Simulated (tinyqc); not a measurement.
Inside a calculation. Method: coupled-perturbed Hartree-Fock on RHF in the sto-3g basis, for BeH+, spin multiplicity 1. Computed by tinyqc, a small Python program that keeps every step (integrals from PySCF). Settings: charge = 1, multiplicity = 1, basis = sto-3g, method = RHF, energy threshold = 1e-10, iteration cap = 50, orthogonalisation = symmetric, start = core, DIIS depth = 6. Command: `OMP_NUM_THREADS=1 python tinyqc.py 28899 28900 out.jsonl` (the two numbers bound the seeds that draw the settings). One thread of a shared host (Intel(R) Xeon(R) Processor @ 2.60GHz), about 0.1 s of CPU time with the checks. The early iterations of the SCF are left out here.

## One-electron integrals

Geometry (angstrom):
```
atom         x         y         z
Be    0.000000  0.000000  0.000000
H     0.000000  0.000000  1.403000
```

Basis sto-3g: exponents (1/bohr^2) and contraction coefficients of normalised primitives:
```
element  l (shell)   exponent  coefficient
Be           s (1)  30.167871     0.154329
Be           s (1)   5.495115     0.535328
Be           s (1)   1.487193     0.444635
Be           s (2)   1.314833    -0.099967
Be           s (2)   0.305539     0.399513
Be           s (2)   0.099371     0.700115
Be           p (3)   1.314833     0.155916
Be           p (3)   0.305539     0.607684
Be           p (3)   0.099371     0.391957
H            s (1)   3.425251     0.154329
H            s (1)   0.623914     0.535328
H            s (1)   0.168855     0.444635
```

Overlap, kinetic and nuclear-attraction integrals over the contracted functions; the nuclear repulsion is the sum of Za Zb / Rab.

nuclear repulsion = 1.50870196 hartree

overlap S, order 1Be 1s, 1Be 2s, 1Be 2px, 1Be 2py, 1Be 2pz, 2H 1s:
$$\begin{pmatrix}
1.000000 & 0.259517 & 0.000000 & 0.000000 & 0.000000 & 0.060479 \\
0.259517 & 1.000000 & 0.000000 & 0.000000 & 0.000000 & 0.434719 \\
0.000000 & 0.000000 & 1.000000 & 0.000000 & 0.000000 & 0.000000 \\
0.000000 & 0.000000 & 0.000000 & 1.000000 & 0.000000 & 0.000000 \\
0.000000 & 0.000000 & 0.000000 & 0.000000 & 1.000000 & 0.507495 \\
0.060479 & 0.434719 & 0.000000 & 0.000000 & 0.507495 & 1.000000
\end{pmatrix}$$

kinetic energy T (hartree), order 1Be 1s, 1Be 2s, 1Be 2px, 1Be 2py, 1Be 2pz, 2H 1s:
$$\begin{pmatrix}
6.693975 & -0.033012 & 0.000000 & 0.000000 & 0.000000 & -0.015398 \\
-0.033012 & 0.211111 & 0.000000 & 0.000000 & 0.000000 & 0.059707 \\
0.000000 & 0.000000 & 0.660592 & 0.000000 & 0.000000 & 0.000000 \\
0.000000 & 0.000000 & 0.000000 & 0.660592 & 0.000000 & 0.000000 \\
0.000000 & 0.000000 & 0.000000 & 0.000000 & 0.660592 & 0.173281 \\
-0.015398 & 0.059707 & 0.000000 & 0.000000 & 0.173281 & 0.760032
\end{pmatrix}$$

nuclear attraction V (hartree), order 1Be 1s, 1Be 2s, 1Be 2px, 1Be 2py, 1Be 2pz, 2H 1s:
$$\begin{pmatrix}
-14.938268 & -1.997129 & 0.000000 & 0.000000 & -0.016419 & -0.466167 \\
-1.997129 & -2.669877 & 0.000000 & 0.000000 & -0.140893 & -1.159056 \\
0.000000 & 0.000000 & -2.614988 & 0.000000 & 0.000000 & 0.000000 \\
0.000000 & 0.000000 & 0.000000 & -2.614988 & 0.000000 & 0.000000 \\
-0.016419 & -0.140893 & 0.000000 & 0.000000 & -2.724423 & -1.336543 \\
-0.466167 & -1.159056 & 0.000000 & 0.000000 & -1.336543 & -2.726105
\end{pmatrix}$$

core Hamiltonian H = T + V (hartree), order 1Be 1s, 1Be 2s, 1Be 2px, 1Be 2py, 1Be 2pz, 2H 1s:
$$\begin{pmatrix}
-8.244293 & -2.030141 & 0.000000 & 0.000000 & -0.016419 & -0.481565 \\
-2.030141 & -2.458766 & 0.000000 & 0.000000 & -0.140893 & -1.099348 \\
0.000000 & 0.000000 & -1.954396 & 0.000000 & 0.000000 & 0.000000 \\
0.000000 & 0.000000 & 0.000000 & -1.954396 & 0.000000 & 0.000000 \\
-0.016419 & -0.140893 & 0.000000 & 0.000000 & -2.063831 & -1.163262 \\
-0.481565 & -1.099348 & 0.000000 & 0.000000 & -1.163262 & -1.966073
\end{pmatrix}$$

## Two-electron integrals

Functions are numbered as in S; the eight-fold symmetry (ij|kl) = (ji|kl) = (kl|ij) leaves the list below.

Two-electron integrals (ij|kl) in chemists' order, unique and non-zero (hartree):
```
(11|11) 2.298831   (21|11) 0.392036   (21|21) 0.079539   (22|11) 0.570988
(22|21) 0.143041   (22|22) 0.417683   (31|31) 0.014607   (32|31) 0.021888
(32|32) 0.092265   (33|11) 0.569578   (33|21) 0.143083   (33|22) 0.417589
(33|33) 0.449859   (41|41) 0.014607   (42|41) 0.021888   (42|42) 0.092265
(43|43) 0.024249   (44|11) 0.569578   (44|21) 0.143083   (44|22) 0.417589
(44|33) 0.401360   (44|44) 0.449859   (51|51) 0.014607   (52|51) 0.021888
(52|52) 0.092265   (53|53) 0.024249   (54|54) 0.024249   (55|11) 0.569578
(55|21) 0.143083   (55|22) 0.417589   (55|33) 0.401360   (55|44) 0.401360
(55|55) 0.449859   (61|11) 0.090330   (61|21) 0.018315   (61|22) 0.033195
(61|33) 0.032956   (61|44) 0.032956   (61|51) 0.001633   (61|52) 0.003066
(61|55) 0.033692   (61|61) 0.004426   (62|11) 0.208755   (62|21) 0.053006
(62|22) 0.167311   (62|33) 0.161094   (62|44) 0.161094   (62|51) 0.006961
(62|52) 0.041762   (62|55) 0.179595   (62|61) 0.013496   (62|62) 0.097752
(63|31) 0.004999   (63|32) 0.023059   (63|53) 0.007336   (63|63) 0.009292
(64|41) 0.004999   (64|42) 0.023059   (64|54) 0.007336   (64|64) 0.009292
(65|11) 0.220305   (65|21) 0.056645   (65|22) 0.187588   (65|33) 0.176474
(65|44) 0.176474   (65|51) 0.011360   (65|52) 0.065171   (65|55) 0.209626
(65|61) 0.015114   (65|62) 0.124959   (65|65) 0.165439   (66|11) 0.374441
(66|21) 0.096823   (66|22) 0.341575   (66|33) 0.316754   (66|44) 0.316754
(66|51) 0.015315   (66|52) 0.117167   (66|55) 0.390949   (66|61) 0.025374
(66|62) 0.250765   (66|65) 0.341075   (66|66) 0.774606
```

## Orthogonalisation

S = U s U^T; symmetric (Loewdin) form X = U s^(-1/2) U^T, so that X^T S X = 1.

eigenvalues of S: [0.322005, 0.794027, 1.000000, 1.000000, 1.175266, 1.708702]

X, order 1Be 1s, 1Be 2s, 1Be 2px, 1Be 2py, 1Be 2pz, 2H 1s:
$$\begin{pmatrix}
1.027678 & -0.145527 & 0.000000 & 0.000000 & -0.011358 & 0.022452 \\
-0.145527 & 1.139723 & 0.000000 & 0.000000 & 0.129222 & -0.319409 \\
0.000000 & 0.000000 & 1.000000 & 0.000000 & 0.000000 & 0.000000 \\
0.000000 & 0.000000 & 0.000000 & 1.000000 & 0.000000 & 0.000000 \\
-0.011358 & 0.129222 & 0.000000 & 0.000000 & 1.147591 & -0.366101 \\
0.022452 & -0.319409 & 0.000000 & 0.000000 & -0.366101 & 1.256929
\end{pmatrix}$$

## Iteration 8 (converged): orbitals

converged F (hartree), order 1Be 1s, 1Be 2s, 1Be 2px, 1Be 2py, 1Be 2pz, 2H 1s:
$$\begin{pmatrix}
-5.014878 & -1.409775 & 0.000000 & 0.000000 & 0.017228 & -0.333738 \\
-1.409775 & -0.871544 & 0.000000 & 0.000000 & -0.142687 & -0.541464 \\
0.000000 & 0.000000 & -0.141186 & 0.000000 & 0.000000 & 0.000000 \\
0.000000 & 0.000000 & 0.000000 & -0.141186 & 0.000000 & 0.000000 \\
0.017228 & -0.142687 & 0.000000 & 0.000000 & -0.321601 & -0.439612 \\
-0.333738 & -0.541464 & 0.000000 & 0.000000 & -0.439612 & -0.541797
\end{pmatrix}$$

Diagonalise F' = X^T F X, C = X C', fill 2 alpha and 2 beta electrons from the bottom; D = 2 C_occ C_occ^T. Each column has its largest component positive (the first on a tie).

F' = X^T F X (hartree):
$$\begin{pmatrix}
-4.905928 & -0.706575 & 0.000000 & 0.000000 & 0.020456 & -0.038536 \\
-0.706575 & -0.474494 & 0.000000 & 0.000000 & 0.016377 & -0.359103 \\
0.000000 & 0.000000 & -0.141186 & 0.000000 & 0.000000 & 0.000000 \\
0.000000 & 0.000000 & 0.000000 & -0.141186 & 0.000000 & 0.000000 \\
0.020456 & 0.016377 & 0.000000 & 0.000000 & -0.132136 & -0.364744 \\
-0.038536 & -0.359103 & 0.000000 & 0.000000 & -0.364744 & -0.183435
\end{pmatrix}$$

orbital energies (hartree): MO1 -5.017721, MO2 -0.726785, MO3 -0.262347, MO4 -0.141186, MO5 -0.141186, MO6 0.310860

coefficients C, order 1Be 1s, 1Be 2s, 1Be 2px, 1Be 2py, 1Be 2pz, 2H 1s:
$$\begin{pmatrix}
0.992930 & -0.191784 & -0.201011 & 0.000000 & 0.000000 & 0.121806 \\
0.026539 & 0.560281 & 0.761682 & 0.000000 & 0.000000 & -0.737624 \\
0.000000 & 0.000000 & 0.000000 & -0.263620 & 0.964627 & 0.000000 \\
0.000000 & 0.000000 & 0.000000 & 0.964627 & 0.263620 & 0.000000 \\
-0.001885 & 0.291787 & -0.631441 & 0.000000 & 0.000000 & -0.991949 \\
-0.002120 & 0.494237 & -0.243840 & 0.000000 & 0.000000 & 1.229917
\end{pmatrix}$$

D after iteration 8, order 1Be 1s, 1Be 2s, 1Be 2px, 1Be 2py, 1Be 2pz, 2H 1s:
$$\begin{pmatrix}
2.045382 & -0.162203 & 0.000000 & 0.000000 & -0.115663 & -0.193785 \\
-0.162203 & 0.629238 & 0.000000 & 0.000000 & 0.326865 & 0.553711 \\
0.000000 & 0.000000 & 0.000000 & 0.000000 & 0.000000 & 0.000000 \\
0.000000 & 0.000000 & 0.000000 & 0.000000 & 0.000000 & 0.000000 \\
-0.115663 & 0.326865 & 0.000000 & 0.000000 & 0.170286 & 0.288432 \\
-0.193785 & 0.553711 & 0.000000 & 0.000000 & 0.288432 & 0.488550
\end{pmatrix}$$

Within a degenerate level the vectors are fixed only up to a rotation; this is one choice.

## Convergence

Stop when the energy changes by less than 1e-10 hartree and every element of the error matrix X^T (F D S - S D F) X is below 3e-06.

Course of the cycle:
```
iteration   E (hartree)     change  largest element of the error matrix
1          -14.53326305          -                             3.07e-01
2          -14.65782116  -1.25e-01                             5.80e-02
3          -14.66189676  -4.08e-03                             1.20e-02
4          -14.66246789  -5.71e-04                             3.18e-03
5          -14.66250766  -3.98e-05                             6.17e-05
6          -14.66250767  -1.26e-08                             1.26e-05
7          -14.66250767  -6.00e-10                             5.87e-08
8          -14.66250767  -1.07e-14                             1.81e-09
```

PySCF RHF in the same basis = -14.66250767 hartree

Converged in 8 iterations.

## Integrals over molecular orbitals

(pq|rs) = sum C_ip C_jq C_kr C_ls (ij|kl), one index at a time.

one-electron integrals over orbitals h = C^T H C (hartree):
$$\begin{pmatrix}
-8.234654 & 0.163970 & 0.203780 & 0.000000 & 0.000000 & -0.073012 \\
0.163970 & -2.192050 & 0.000245 & 0.000000 & 0.000000 & 0.170809 \\
0.203780 & 0.000245 & -1.943422 & 0.000000 & 0.000000 & -0.042533 \\
0.000000 & 0.000000 & 0.000000 & -1.954396 & 0.000000 & 0.000000 \\
0.000000 & 0.000000 & 0.000000 & 0.000000 & -1.954396 & 0.000000 \\
-0.073012 & 0.170809 & -0.042533 & 0.000000 & 0.000000 & -1.613517
\end{pmatrix}$$

Two-electron integrals over orbitals (pq|rs), unique and non-zero (hartree):
```
(11|11) 2.275476    (21|11) -0.166030   (21|21) 0.020819    (22|11) 0.481137
(22|21) 0.002061    (22|22) 0.523809    (31|11) -0.173664   (31|21) 0.016249
(31|22) -0.017867   (31|31) 0.027654    (32|11) 0.041544    (32|21) -0.005619
(32|22) -0.067084   (32|31) 0.002403    (32|32) 0.036271    (33|11) 0.552258
(33|21) -0.013153   (33|22) 0.320242    (33|31) 0.004203    (33|32) 0.029271
(33|33) 0.465242    (41|41) 0.015596    (42|41) 0.013352    (42|42) 0.043070
(43|41) 0.014039    (43|42) 0.031144    (43|43) 0.051821    (44|11) 0.569235
(44|21) -0.006101   (44|22) 0.366702    (44|31) -0.006100   (44|32) 0.020300
(44|33) 0.398066    (44|44) 0.449859    (51|51) 0.015596    (52|51) 0.013352
(52|52) 0.043070    (53|51) 0.014039    (53|52) 0.031144    (53|53) 0.051821
(54|54) 0.024249    (55|11) 0.569235    (55|21) -0.006101   (55|22) 0.366702
(55|31) -0.006100   (55|32) 0.020300    (55|33) 0.398066    (55|44) 0.401360
(55|55) 0.449859    (61|11) 0.097691    (61|21) -0.016084   (61|22) -0.010854
(61|31) -0.003401   (61|32) 0.006794    (61|33) 0.017193    (61|44) 0.002015
(61|55) 0.002015    (61|61) 0.018217    (62|11) -0.121506   (62|21) 0.002972
(62|22) 0.056119    (62|31) 0.006455    (62|32) -0.046817   (62|33) -0.026355
(62|44) -0.056197   (62|55) -0.056197   (62|61) 0.001787    (62|62) 0.121633
(63|11) 0.052191    (63|21) -0.003772   (63|22) -0.056033   (63|31) 0.005668
(63|32) 0.030779    (63|33) 0.057071    (63|44) 0.018721    (63|55) 0.018721
(63|61) 0.007119    (63|62) -0.047856   (63|63) 0.048904    (64|41) -0.009088
(64|42) -0.029611   (64|43) -0.014075   (64|64) 0.026160    (65|51) -0.009088
(65|52) -0.029611   (65|53) -0.014075   (65|65) 0.026160    (66|11) 0.511516
(66|21) -0.000540   (66|22) 0.520598    (66|31) -0.015327   (66|32) -0.065996
(66|33) 0.349482    (66|44) 0.371001    (66|55) 0.371001    (66|61) -0.006824
(66|62) 0.085992    (66|63) -0.055961   (66|66) 0.558360
```

## Response to a field: uncoupled start

dipole integrals <a|z|i> (bohr), order a3, a4, a5, a6:
$$\begin{pmatrix}
-0.102259 & -0.745119 \\
0.000000 & 0.000000 \\
0.000000 & 0.000000 \\
-0.103704 & 0.762859
\end{pmatrix}$$

Field along z; U_ai = -mu_ai / (e_a - e_i), alpha = -4 sum U_ai mu_ai.

uncoupled U, order a3, a4, a5, a6:
$$\begin{pmatrix}
0.021504 & 1.604347 \\
0.000000 & 0.000000 \\
0.000000 & 0.000000 \\
0.019462 & -0.735184
\end{pmatrix}$$

uncoupled polarisability = 7.041957 bohr^3

## Coupled step 1

U_ai = -(mu_ai + sum_bj [4 (ai|bj) - (ab|ij) - (aj|bi)] U_bj) / (e_a - e_i); alpha = -4 sum U_ai mu_ai.

U after step 1, order a3, a4, a5, a6:
$$\begin{pmatrix}
0.020536 & 2.199104 \\
0.000000 & 0.000000 \\
0.000000 & 0.000000 \\
0.014822 & -0.715558
\end{pmatrix}$$

polarisability = 8.752409 bohr^3

## Coupled step 2

As before.

U after step 2, order a3, a4, a5, a6:
$$\begin{pmatrix}
0.017739 & 2.473713 \\
0.000000 & 0.000000 \\
0.000000 & 0.000000 \\
0.011657 & -0.664179
\end{pmatrix}$$

polarisability = 9.411638 bohr^3

## Coupled polarisability

Repeat until U stops changing; compare with -d2E/dF2.

Course of the coupled iterations:
```
step  alpha (bohr^3)
0           7.041957
1           8.752409
2           9.411638
3           9.719606
4           9.871018
5           9.946333
6           9.983892
7          10.002633
8          10.011985
9          10.016652
10         10.018981
11         10.020144
...              ...
16         10.021266
17         10.021284
18         10.021293
19         10.021297
20         10.021300
21         10.021301
22         10.021301
23         10.021302
24         10.021302
25         10.021302
26         10.021302
27         10.021302
```

coupled polarisability = 10.021302 bohr^3

finite-field check, fields of +/-0.001 au = 10.021651 bohr^3
